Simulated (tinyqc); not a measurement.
Inside a calculation. Method: Hubbard ring of 3 sites. Computed by tinyqc, a small Python program that keeps every step. Settings: hopping = 1.51, U = 11.6, mixing = 0.2, iteration cap = 54. Command: `OMP_NUM_THREADS=1 python tinyqc.py 23643 23644 out.jsonl` (the two numbers bound the seeds that draw the settings). One thread of a shared host (Intel(R) Xeon(R) Processor @ 2.60GHz), about 0.2 s of CPU time with the checks. Later iterations appear only in the table of the cycle.

## Mean-field iteration 1

one-body matrix (hopping and site energies) (eV):
```
,1,2,3
1,-0.960000,-1.510000,-1.510000
2,-1.510000,0.450000,-1.510000
3,-1.510000,-1.510000,0.950000
```

U = 11.600000 eV

electrons, up and down: 1  1

mixing = 0.200000

n(up) at the start (a guess, not normalised): 1 0.633000, 2 0.033000, 3 0.633000

n(down) at the start (a guess): 1 0.033000, 2 0.633000, 3 0.033000

H(up) = T + U n(down), H(down) = T + U n(up); fill the lowest levels; n(new) = n + mixing (n(out) - n); E = tr T (rho up + rho down) + U sum n_up n_down of the output.

levels, up (eV): -1.849204  2.113092  8.284512

levels, down (eV): 0.031728  6.303044  9.173628

energy = -2.547864 eV

n(up) after iteration 1: 1 0.647864, 2 0.035203, 3 0.556133

n(down) after iteration 1: 1 0.041532, 2 0.681474, 3 0.036194

## Mean-field iteration 2

As before.

levels, up (eV): -1.746276  2.170760  8.822236

levels, down (eV): 0.018345  6.236620  8.559754

energy = -2.604201 eV

n(up) after iteration 2: 1 0.659349, 2 0.036237, 3 0.495774

n(down) after iteration 2: 1 0.047992, 2 0.718321, 3 0.041046

## Convergence

Each step fills the lowest levels of T + U n(other spin) and sets n(new) = n + mixing (n(out) - n); stop when output and input agree to 1e-8.

Course of the cycle:
```
iteration,E (eV),largest |n(out) - n(in)|,mean |n_up - n_down|
1,-2.54786373,3.84e-01,0.554236
2,-2.60420123,3.02e-01,0.550225
3,-2.64607212,2.40e-01,0.544971
4,-2.67801384,1.93e-01,0.539135
5,-2.70328443,1.59e-01,0.533144
6,-2.72412804,1.33e-01,0.527238
7,-2.74200812,1.13e-01,0.521527
8,-2.75783423,9.84e-02,0.516037
9,-2.77215354,8.68e-02,0.510753
10,-2.78529090,7.77e-02,0.505643
11,-2.79744086,7.03e-02,0.500668
...,...,...,...
44,-2.92880460,1.55e-02,0.551167
45,-2.92922894,1.47e-02,0.551696
46,-2.92960452,1.39e-02,0.552183
47,-2.92993676,1.32e-02,0.552631
48,-2.93023050,1.25e-02,0.553044
49,-2.93049009,1.18e-02,0.553425
50,-2.93071940,1.11e-02,0.553776
51,-2.93092188,1.05e-02,0.554099
52,-2.93110061,9.90e-03,0.554397
53,-2.93125831,9.34e-03,0.554672
54,-2.93139743,8.80e-03,0.554926
```

Not converged within 54 iterations: the residual falls steadily but slowly, by a factor of about 0.95 a step. The lowest mean-field energy found from random starts is -2.93242 eV. Reruns (cap 100 unless said): mixing 0.5: not converged; mixing 0.9: converged in 53 (E = -2.93242); the original settings with a cap of 400: converged in 267 (E = -2.93242).

## The many-body Hamiltonian

Basis: all placements (u, d, 2, 0 on each site), up operators ordered before down ones; hops carry the sign of the same-spin electrons passed.

H (eV):
```
,200,ud0,u0d,du0,020,0ud,d0u,0du,002
200,9.680000,-1.510000,-1.510000,-1.510000,0.000000,0.000000,-1.510000,0.000000,0.000000
ud0,-1.510000,-0.510000,-1.510000,0.000000,-1.510000,0.000000,0.000000,-1.510000,0.000000
u0d,-1.510000,-1.510000,-0.010000,0.000000,0.000000,-1.510000,0.000000,0.000000,-1.510000
du0,-1.510000,0.000000,0.000000,-0.510000,-1.510000,-1.510000,-1.510000,0.000000,0.000000
020,0.000000,-1.510000,0.000000,-1.510000,12.500000,-1.510000,0.000000,-1.510000,0.000000
0ud,0.000000,0.000000,-1.510000,-1.510000,-1.510000,1.400000,0.000000,0.000000,-1.510000
d0u,-1.510000,0.000000,0.000000,-1.510000,0.000000,0.000000,-0.010000,-1.510000,-1.510000
0du,0.000000,-1.510000,0.000000,0.000000,-1.510000,0.000000,-1.510000,1.400000,-1.510000
002,0.000000,0.000000,-1.510000,0.000000,0.000000,-1.510000,-1.510000,-1.510000,13.500000
```

## Exact diagonalisation (9 states)

Lowest levels of the sector, and the double occupancy of the lowest state.

lowest levels (eV): -4.014614  -1.808185  -0.779359  0.875356  1.969916  3.467545

double occupancy per site = 0.023465

## The lowest level by Lanczos steps

From a random start vector (not printed): a_j = <q_j|H|q_j>, b_j = norm of the remainder after orthogonalising; the Ritz value is the lowest eigenvalue of the tridiagonal matrix of a and b so far.

Lanczos:
```
j,a_j (eV),b_j (eV),lowest Ritz value (eV)
1,0.884633,5.520159,0.88463299
2,6.414630,5.066994,-2.52429544
3,3.704368,4.401774,-3.69980343
4,10.103461,3.197272,-3.95973955
5,1.011344,1.211756,-4.01095636
6,1.928546,2.496346,-4.01409671
7,8.136304,5.799590,-4.01441284
8,5.053437,2.270881,-4.01457279
9,0.203277,0,-4.01461353
```
